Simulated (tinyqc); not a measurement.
CCSD on RHF in the sto-3g basis, for H3+, spin multiplicity 1, step by step. Computed by tinyqc, a small Python program that keeps every step (integrals from PySCF). Settings: charge = 1, multiplicity = 1, basis = sto-3g, method = RHF, energy threshold = 1e-10, iteration cap = 60, orthogonalisation = symmetric, start = Wolfsberg-Helmholz matrix, DIIS depth = 6, amplitude equations = CCSD, DIIS depth for amplitudes = 6, cap on updates = 83. Command: `OMP_NUM_THREADS=1 python tinyqc.py 21795 21796 out.jsonl` (the two numbers bound the seeds that draw the settings). One thread of a shared host (Intel(R) Xeon(R) Processor @ 2.60GHz), about 0.2 s of CPU time with the checks. The early iterations of the SCF are left out here.

## One-electron integrals

Geometry (angstrom):
```
atom        x        y        z
H     0.00000  0.00000  0.00000
H     0.00000  0.00000  1.19300
H     0.00000  1.31200  0.02900
```

Basis sto-3g: exponents (1/bohr^2) and contraction coefficients of normalised primitives:
```
element  l (shell)  exponent  coefficient
H            s (1)   3.42525      0.15433
H            s (1)   0.62391      0.53533
H            s (1)   0.16886      0.44463
```

Overlap, kinetic and nuclear-attraction integrals over the contracted functions; the nuclear repulsion is the sum of Za Zb / Rab.

nuclear repulsion = 1.1485172 hartree

overlap S, order 1H 1s, 2H 1s, 3H 1s:
$$\begin{pmatrix}
1.00000 & 0.39056 & 0.33348 \\
0.39056 & 1.00000 & 0.17620 \\
0.33348 & 0.17620 & 1.00000
\end{pmatrix}$$

kinetic energy T (hartree), order 1H 1s, 2H 1s, 3H 1s:
$$\begin{pmatrix}
0.76003 & 0.05440 & 0.03177 \\
0.05440 & 0.76003 & -0.00471 \\
0.03177 & -0.00471 & 0.76003
\end{pmatrix}$$

nuclear attraction V (hartree), order 1H 1s, 2H 1s, 3H 1s:
$$\begin{pmatrix}
-2.06348 & -0.71445 & -0.59285 \\
-0.71445 & -1.96514 & -0.29796 \\
-0.59285 & -0.29796 & -1.92760
\end{pmatrix}$$

core Hamiltonian H = T + V (hartree), order 1H 1s, 2H 1s, 3H 1s:
$$\begin{pmatrix}
-1.30345 & -0.66005 & -0.56108 \\
-0.66005 & -1.20511 & -0.30267 \\
-0.56108 & -0.30267 & -1.16757
\end{pmatrix}$$

## Two-electron integrals

Functions are numbered as in S; the eight-fold symmetry (ij|kl) = (ji|kl) = (kl|ij) leaves the list below.

Two-electron integrals (ij|kl) in chemists' order, unique and non-zero (hartree):
```
(11|11) 0.77461   (21|11) 0.22932   (21|21) 0.09308   (22|11) 0.41981
(22|21) 0.22932   (22|22) 0.77461   (31|11) 0.18887   (31|21) 0.06178
(31|22) 0.12374   (31|31) 0.06591   (32|11) 0.08152   (32|21) 0.03444
(32|22) 0.08808   (32|31) 0.02964   (32|32) 0.01672   (33|11) 0.38845
(33|21) 0.13844   (33|22) 0.29922   (33|31) 0.18887   (33|32) 0.08808
(33|33) 0.77461
```

## Orthogonalisation

S = U s U^T; symmetric (Loewdin) form X = U s^(-1/2) U^T, so that X^T S X = 1.

eigenvalues of S: [0.56491, 0.82663, 1.60846]

X, order 1H 1s, 2H 1s, 3H 1s:
$$\begin{pmatrix}
1.10405 & -0.20699 & -0.16811 \\
-0.20699 & 1.06696 & -0.04539 \\
-0.16811 & -0.04539 & 1.04784
\end{pmatrix}$$

## Iteration 6 (converged): orbitals

converged F (hartree), order 1H 1s, 2H 1s, 3H 1s:
$$\begin{pmatrix}
-0.61874 & -0.52801 & -0.46428 \\
-0.52801 & -0.53804 & -0.30214 \\
-0.46428 & -0.30214 & -0.51722
\end{pmatrix}$$

Diagonalise F' = X^T F X, C = X C', fill 1 alpha and 1 beta electrons from the bottom; D = 2 C_occ C_occ^T. Each column has its largest component positive (the first on a tie).

F' = X^T F X (hartree):
$$\begin{pmatrix}
-0.39922 & -0.32987 & -0.27803 \\
-0.32987 & -0.38632 & -0.12239 \\
-0.27803 & -0.12239 & -0.40224
\end{pmatrix}$$

orbital energies (hartree): MO1 -0.89231, MO2 -0.27564, MO3 -0.01982

coefficients C, order 1H 1s, 2H 1s, 3H 1s:
$$\begin{pmatrix}
0.52616 & -0.08769 & 1.00275 \\
0.43028 & -0.68603 & -0.72632 \\
0.40011 & 0.85525 & -0.48655
\end{pmatrix}$$

D after iteration 6, order 1H 1s, 2H 1s, 3H 1s:
$$\begin{pmatrix}
0.55370 & 0.45279 & 0.42105 \\
0.45279 & 0.37028 & 0.34432 \\
0.42105 & 0.34432 & 0.32018
\end{pmatrix}$$

## Convergence

Stop when the energy changes by less than 1e-10 hartree and every element of the error matrix X^T (F D S - S D F) X is below 3e-06.

Course of the cycle:
```
iteration  E (hartree)     change  largest element of the error matrix
1           -1.1490135          -                             6.77e-02
2           -1.1539637  -4.95e-03                             6.39e-03
3           -1.1540060  -4.23e-05                             8.01e-05
4           -1.1540060  -7.90e-09                             3.53e-05
5           -1.1540060  -1.89e-09                             1.09e-09
6           -1.1540060   4.44e-16                             2.18e-10
```

PySCF RHF in the same basis = -1.1540060 hartree

Converged in 6 iterations.

## Integrals over molecular orbitals

(pq|rs) = sum C_ip C_jq C_kr C_ls (ij|kl), one index at a time.

one-electron integrals over orbitals h = C^T H C (hartree):
$$\begin{pmatrix}
-1.41021 & 0.01839 & -0.04649 \\
0.01839 & -1.07131 & -0.00613 \\
-0.04649 & -0.00613 & -0.92775
\end{pmatrix}$$

Two-electron integrals over orbitals (pq|rs), unique and non-zero (hartree):
```
(11|11) 0.51790    (21|11) -0.01839   (21|21) 0.14495    (22|11) 0.47031
(22|21) 0.04633    (22|22) 0.56528    (31|11) 0.04649    (31|21) 0.00289
(31|22) -0.07480   (31|31) 0.15038    (32|11) 0.00451    (32|21) -0.11807
(32|22) -0.02480   (32|31) -0.03447   (32|32) 0.11266    (33|11) 0.52915
(33|21) -0.04783   (33|22) 0.44736    (33|31) 0.08836    (33|32) 0.02183
(33|33) 0.58568
```

## CCSD: starting amplitudes

t_ij^ab = <ij||ab> / (e_i + e_j - e_a - e_b), whose energy is MP2.

Starting amplitudes (spin orbitals 1a, 1b, ...; amplitudes related by a flip of all spins are not repeated):
```
from      to         t
1a 1b  2a 2b  -0.11753
1a 1b  3a 3b  -0.08618
1a 1b  2a 3b  -0.00194
```

correlation energy = -0.0300064 hartree

## CCSD: amplitude update 1

t_i^a D_i^a and t_ij^ab D_ij^ab are set to the remaining terms of the spin-orbital equations, evaluated with the old amplitudes; for the doubles these are <ij||ab> + 1/2 <ab||ef> t_ij^ef + 1/2 <mn||ij> t_mn^ab + P(ij)P(ab) <mb||ej> t_im^ae + terms in t^2 + terms with t1, D the orbital-energy denominators.

Amplitudes after update 1 (spin orbitals 1a, 1b, ...; amplitudes related by a flip of all spins are not repeated):
```
from      to         t
1a 1b  2a 2b  -0.15532
1a 1b  3a 3b  -0.11225
1a        3a  -0.01191
1a        2a   0.00676
1a 1b  2a 3b  -0.00425
```

correlation energy = -0.0393907 hartree

## CCSD: amplitude update 2

As before.

Amplitudes after update 2 (spin orbitals 1a, 1b, ...; amplitudes related by a flip of all spins are not repeated):
```
from      to         t
1a 1b  2a 2b  -0.16958
1a 1b  3a 3b  -0.11869
1a        3a  -0.01854
1a        2a   0.00992
1a 1b  2a 3b  -0.00499
```

correlation energy = -0.0423928 hartree

## CCSD: convergence

E_corr = 1/4 sum <ij||ab> t_ij^ab + 1/2 sum <ij||ab> t_i^a t_j^b; stop when the norm of the change is below 1e-8.

Course of the amplitude iterations:
```
update  correlation energy (hartree)  norm of the change
0                         -0.0300064                   -
1                         -0.0393907            9.41e-02
2                         -0.0423928            3.30e-02
3                         -0.0440117            1.33e-02
4                         -0.0440339            2.80e-03
5                         -0.0440357            1.45e-04
6                         -0.0440342            7.62e-05
7                         -0.0440349            6.78e-06
8                         -0.0440350            9.29e-07
9                         -0.0440350            6.62e-10
```

Converged amplitudes (spin orbitals 1a, 1b, ...; amplitudes related by a flip of all spins are not repeated):
```
from      to         t
1a 1b  2a 2b  -0.18157
1a 1b  3a 3b  -0.11836
1a        3a  -0.02450
1a        2a   0.01329
1a 1b  2a 3b  -0.00522
```

CCSD total energy = -1.1980410 hartree

T1 diagnostic, norm of the one-spin t1 over sqrt(correlated electrons) = 0.01971

Converged in 9 updates, with DIIS from the third.
